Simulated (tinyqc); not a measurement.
# Polycrystalline film, grain-boundary barriers (Seto model): effect of the temperature

One-dimensional grains of size Lg with donors N; each boundary has Qt acceptor-like traps per area at one level Et below the band edge. Trapped electrons qt deplete a width w = qt/N (both sides together) and raise a barrier Vb = q N w^2/(8 eps0 eps_r). Current crosses the barriers by thermionic emission at small bias. Abrupt depletion, full ionisation, Boltzmann statistics.

Nc is given at 250 K and scales as (T/250 K)^1.5; mg and vc are fixed. Partly depleted grains: the density at the grain centre is n0 = N and qt = Qt/(1 + 2 (Nc/N) exp((Vb - Et)/Vt)). If that gives qt >= N Lg, the grains are fully depleted: qt = N Lg, w = Lg and n0 = 2 Nc exp((Vb - Et)/Vt)/(Qt/(N Lg) - 1). Resistivity: barriers rb = Vt exp(Vb/Vt)/(q n0 vc Lg), grain interior rg = (1 - w/Lg)/(q mg N); effective mobility 1/(q N (rb + rg)).

Values chosen for this exercise; values close to those of polycrystalline silicon: relative permittivity of the semiconductor eps_r = 11.7; grain size Lg = 30 nm; trap density at a boundary Qt = 1.2e12 cm^-2; donor density N = 2.2e18 cm^-3; mobility inside a grain mg = 260 cm^2/(V s); collection velocity at the barrier vc = 4.9e6 cm/s; conduction-band density of states at the reference temperature Nc = 2.13e19 cm^-3; trap level below the band edge Et = 0.4 eV.

Constants: q = 1.602176634e-19 C, kB = 1.380649e-23 J/K, Vt = kB T/q, eps0 = 8.8541878128e-14 F/cm where lengths are in cm. Results are converted to the units shown.

The same in every row: n0 (cm^-3) = 2.200e18.

Effect of the temperature:

| T (K) | w/Lg | Vb (V) | resistivity (ohm cm) |
|---|---|---|---|
| 220 | 0.1818 | 0.01265 | 0.01606 |
| 250 | 0.1818 | 0.01265 | 0.01641 |
| 280 | 0.1818 | 0.01265 | 0.01680 |
| 310 | 0.1818 | 0.01265 | 0.01721 |
| 340 | 0.1818 | 0.01265 | 0.01764 |
| 370 | 0.1818 | 0.01265 | 0.01808 |
| 400 | 0.1817 | 0.01264 | 0.01853 |
| 430 | 0.1816 | 0.01262 | 0.01898 |

As T goes from 220 to 430 K, the barrier stays near 0.0126 V and the resistivity rises from 0.0161 to 0.0190 ohm cm. The grains are fully depleted in 0 of the 8 rows. The activation energy between the first two rows is -0.00339 eV. In every row the barrier is under 2 Vt, where the depletion and emission pictures are rough.

tinyqc, about 0.01 s, one thread, Intel Xeon 2.30GHz (shared host): `OMP_NUM_THREADS=1 python tinyqc.py 2610115 2610116 out.jsonl`
